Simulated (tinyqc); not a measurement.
Inside a calculation. Method: CCD on RHF in the sto-3g basis, for H4, spin multiplicity 1. Computed by tinyqc, a small Python program that keeps every step (integrals from PySCF). Settings: charge = 0, multiplicity = 1, basis = sto-3g, method = RHF, energy threshold = 1e-10, iteration cap = 83, orthogonalisation = canonical, start = core, DIIS depth = 6, amplitude equations = CCD, DIIS depth for amplitudes = 6, cap on updates = 62. Command: `OMP_NUM_THREADS=1 python tinyqc.py 25161 25162 out.jsonl` (the two numbers bound the seeds that draw the settings). One thread of a shared host (Intel(R) Xeon(R) Processor @ 2.60GHz), about 0.08 s of CPU time with the checks. The early iterations of the SCF are left out here.

## One-electron integrals

Geometry (angstrom):
```
atom         x         y         z
H     0.000000  0.000000  0.000000
H     0.000000  0.000000  0.967000
H     0.000000  0.000000  2.103000
H     0.000000  0.000000  3.070000
```

Basis sto-3g: exponents (1/bohr^2) and contraction coefficients of normalised primitives:
```
element  l (shell)  exponent  coefficient
H            s (1)  3.425251     0.154329
H            s (1)  0.623914     0.535328
H            s (1)  0.168855     0.444635
```

Overlap, kinetic and nuclear-attraction integrals over the contracted functions; the nuclear repulsion is the sum of Za Zb / Rab.

nuclear repulsion = 2.23592679 hartree

overlap S, order 1H 1s, 2H 1s, 3H 1s, 4H 1s:
$$\begin{pmatrix}
1.000000 & 0.516132 & 0.100434 & 0.015736 \\
0.516132 & 1.000000 & 0.420148 & 0.100434 \\
0.100434 & 0.420148 & 1.000000 & 0.516132 \\
0.015736 & 0.100434 & 0.516132 & 1.000000
\end{pmatrix}$$

kinetic energy T (hartree), order 1H 1s, 2H 1s, 3H 1s, 4H 1s:
$$\begin{pmatrix}
0.760032 & 0.124013 & -0.011031 & -0.006050 \\
0.124013 & 0.760032 & 0.068320 & -0.011031 \\
-0.011031 & 0.068320 & 0.760032 & 0.124013 \\
-0.006050 & -0.011031 & 0.124013 & 0.760032
\end{pmatrix}$$

nuclear attraction V (hartree), order 1H 1s, 2H 1s, 3H 1s, 4H 1s:
$$\begin{pmatrix}
-2.178651 & -1.115945 & -0.204574 & -0.030641 \\
-1.115945 & -2.463729 & -0.927481 & -0.204574 \\
-0.204574 & -0.927481 & -2.463729 & -1.115945 \\
-0.030641 & -0.204574 & -1.115945 & -2.178651
\end{pmatrix}$$

core Hamiltonian H = T + V (hartree), order 1H 1s, 2H 1s, 3H 1s, 4H 1s:
$$\begin{pmatrix}
-1.418619 & -0.991931 & -0.215606 & -0.036692 \\
-0.991931 & -1.703697 & -0.859161 & -0.215606 \\
-0.215606 & -0.859161 & -1.703697 & -0.991931 \\
-0.036692 & -0.215606 & -0.991931 & -1.418619
\end{pmatrix}$$

## Two-electron integrals

Functions are numbered as in S; the eight-fold symmetry (ij|kl) = (ji|kl) = (kl|ij) leaves the list below.

Two-electron integrals (ij|kl) in chemists' order, unique and non-zero (hartree):
```
(11|11) 0.774606   (21|11) 0.324825   (21|21) 0.172034   (22|11) 0.488922
(22|21) 0.324825   (22|22) 0.774606   (31|11) 0.045807   (31|21) 0.027011
(31|22) 0.058661   (31|31) 0.005118   (32|11) 0.144288   (32|21) 0.098324
(32|22) 0.251027   (32|31) 0.022118   (32|32) 0.109252   (33|11) 0.251053
(33|21) 0.168162   (33|22) 0.436033   (33|31) 0.045807   (33|32) 0.251027
(33|33) 0.774606   (41|11) 0.005528   (41|21) 0.003470   (41|22) 0.008042
(41|31) 0.000733   (41|32) 0.003413   (41|33) 0.008042   (41|41) 0.000114
(42|11) 0.027326   (42|21) 0.018202   (42|22) 0.045807   (42|31) 0.004354
(42|32) 0.022118   (42|33) 0.058661   (42|41) 0.000733   (42|42) 0.005118
(43|11) 0.106272   (43|21) 0.068096   (43|22) 0.168162   (43|31) 0.018202
(43|32) 0.098324   (43|33) 0.324825   (43|41) 0.003470   (43|42) 0.027011
(43|43) 0.172034   (44|11) 0.172363   (44|21) 0.106272   (44|22) 0.251053
(44|31) 0.027326   (44|32) 0.144288   (44|33) 0.488922   (44|41) 0.005528
(44|42) 0.045807   (44|43) 0.324825   (44|44) 0.774606
```

## Orthogonalisation

S = U s U^T; canonical form X = U s^(-1/2), so that X^T S X = 1. Each column of U has its largest component positive (the first on a tie).

eigenvalues of S: [0.319790, 0.569065, 1.244326, 1.866819]

X, order 1H 1s, 2H 1s, 3H 1s, 4H 1s:
$$\begin{pmatrix}
-0.663176 & 0.759091 & 0.537397 & 0.303621 \\
1.060058 & -0.549923 & 0.336197 & 0.419106 \\
-1.060058 & -0.549923 & -0.336197 & 0.419106 \\
0.663176 & 0.759091 & -0.537397 & 0.303621
\end{pmatrix}$$

## Iteration 9 (converged): orbitals

converged F (hartree), order 1H 1s, 2H 1s, 3H 1s, 4H 1s:
$$\begin{pmatrix}
-0.261469 & -0.493762 & -0.132050 & -0.004784 \\
-0.493762 & -0.333628 & -0.340157 & -0.132050 \\
-0.132050 & -0.340157 & -0.333628 & -0.493762 \\
-0.004784 & -0.132050 & -0.493762 & -0.261469
\end{pmatrix}$$

Diagonalise F' = X^T F X, C = X C', fill 2 alpha and 2 beta electrons from the bottom; D = 2 C_occ C_occ^T. Each column has its largest component positive (the first on a tie).

F' = X^T F X (hartree):
$$\begin{pmatrix}
0.806037 & 0.000000 & -0.063208 & 0.000000 \\
0.000000 & 0.330594 & 0.000000 & -0.001357 \\
-0.063208 & 0.000000 & -0.408187 & 0.000000 \\
0.000000 & -0.001357 & 0.000000 & -0.604326
\end{pmatrix}$$

orbital energies (hartree): MO1 -0.604328, MO2 -0.411469, MO3 0.330596, MO4 0.809318

coefficients C, order 1H 1s, 2H 1s, 3H 1s, 4H 1s:
$$\begin{pmatrix}
0.304723 & 0.502291 & 0.758650 & -0.690146 \\
0.418307 & 0.390705 & -0.550531 & 1.041202 \\
0.418307 & -0.390705 & -0.550531 & -1.041202 \\
0.304723 & -0.502291 & 0.758650 & 0.690146
\end{pmatrix}$$

D after iteration 9, order 1H 1s, 2H 1s, 3H 1s, 4H 1s:
$$\begin{pmatrix}
0.690304 & 0.647430 & -0.137560 & -0.318880 \\
0.647430 & 0.655263 & 0.044660 & -0.137560 \\
-0.137560 & 0.044660 & 0.655263 & 0.647430 \\
-0.318880 & -0.137560 & 0.647430 & 0.690304
\end{pmatrix}$$

## Convergence

Stop when the energy changes by less than 1e-10 hartree and every element of the error matrix X^T (F D S - S D F) X is below 3e-06.

Course of the cycle:
```
iteration  E (hartree)     change  largest element of the error matrix
1          -1.94226339          -                             4.67e-01
2          -2.12681370  -1.85e-01                             3.14e-02
3          -2.12726983  -4.56e-04                             3.31e-03
4          -2.12728200  -1.22e-05                             2.38e-04
5          -2.12728205  -5.42e-08                             5.86e-05
6          -2.12728206  -2.36e-09                             3.36e-05
7          -2.12728206  -5.90e-10                             2.34e-05
8          -2.12728206  -5.62e-10                             2.48e-08
9          -2.12728206   1.78e-15                             2.73e-10
```

PySCF RHF in the same basis = -2.12728206 hartree

Converged in 9 iterations.

## Integrals over molecular orbitals

(pq|rs) = sum C_ip C_jq C_kr C_ls (ij|kl), one index at a time.

one-electron integrals over orbitals h = C^T H C (hartree):
$$\begin{pmatrix}
-1.782857 & 0.000000 & 0.146266 & 0.000000 \\
0.000000 & -1.564555 & 0.000000 & -0.122370 \\
0.146266 & 0.000000 & -1.211370 & 0.000000 \\
0.000000 & -0.122370 & 0.000000 & -0.916142
\end{pmatrix}$$

Two-electron integrals over orbitals (pq|rs), unique and non-zero (hartree):
```
(11|11) 0.476383    (21|21) 0.173251    (22|11) 0.437699    (22|22) 0.450940
(31|11) -0.068339   (31|22) 0.005299    (31|31) 0.108393    (32|21) 0.088525
(32|32) 0.122566    (33|11) 0.443235    (33|22) 0.443227    (33|31) -0.009251
(33|33) 0.462593    (41|21) 0.035572    (41|32) -0.062763   (41|41) 0.093090
(42|11) 0.074274    (42|22) 0.009394    (42|31) -0.101517   (42|33) 0.007517
(42|42) 0.107547    (43|21) -0.166346   (43|32) -0.090007   (43|41) -0.033248
(43|43) 0.178361    (44|11) 0.499950    (44|22) 0.463099    (44|31) -0.072921
(44|33) 0.477237    (44|42) 0.082423    (44|44) 0.552965
```

## CCD: starting amplitudes

t_ij^ab = <ij||ab> / (e_i + e_j - e_a - e_b), whose energy is MP2.

Starting amplitudes (spin orbitals 1a, 1b, ...; amplitudes related by a flip of all spins are not repeated):
```
from      to          t
2a 2b  3a 3b  -0.082584
1a 1b  3a 3b  -0.057969
1a 2b  3a 4b   0.047092
2a 2b  4a 4b  -0.044048
1a 1b  4a 4b  -0.032925
1a 2b  3b 4a  -0.029115
1a 2a  3a 4a   0.017978
```

correlation energy = -0.03881715 hartree

## CCD: amplitude update 1

t_ij^ab D_ij^ab are set to the remaining terms of the spin-orbital equations, evaluated with the old amplitudes; for the doubles these are <ij||ab> + 1/2 <ab||ef> t_ij^ef + 1/2 <mn||ij> t_mn^ab + P(ij)P(ab) <mb||ej> t_im^ae + terms in t^2, D the orbital-energy denominators.

Amplitudes after update 1 (spin orbitals 1a, 1b, ...; amplitudes related by a flip of all spins are not repeated):
```
from      to          t
2a 2b  3a 3b  -0.119228
1a 1b  3a 3b  -0.072098
1a 2b  3a 4b   0.067783
2a 2b  4a 4b  -0.051763
1a 2b  3b 4a  -0.046092
1a 1b  4a 4b  -0.044099
1a 2a  3a 4a   0.021691
```

correlation energy = -0.05332948 hartree

## CCD: convergence

E_corr = 1/4 sum <ij||ab> t_ij^ab; stop when the norm of the change is below 1e-8.

Course of the amplitude iterations:
```
update  correlation energy (hartree)  norm of the change
0                        -0.03881715                   -
1                        -0.05332948            1.13e-01
2                        -0.05910264            4.81e-02
3                        -0.06316258            2.14e-02
4                        -0.06313340            3.14e-03
5                        -0.06316026            3.08e-04
6                        -0.06315967            2.66e-05
7                        -0.06315892            4.36e-06
8                        -0.06315925            2.19e-06
9                        -0.06315925            5.55e-09
```

Converged amplitudes (spin orbitals 1a, 1b, ...; amplitudes related by a flip of all spins are not repeated):
```
from      to          t
2a 2b  3a 3b  -0.154596
1a 2b  3a 4b   0.081146
1a 1b  3a 3b  -0.074681
1a 2b  3b 4a  -0.055886
1a 1b  4a 4b  -0.054753
2a 2b  4a 4b  -0.051797
1a 2a  3a 4a   0.025261
```

CCD total energy = -2.19044131 hartree

Converged in 9 updates, with DIIS from the third.
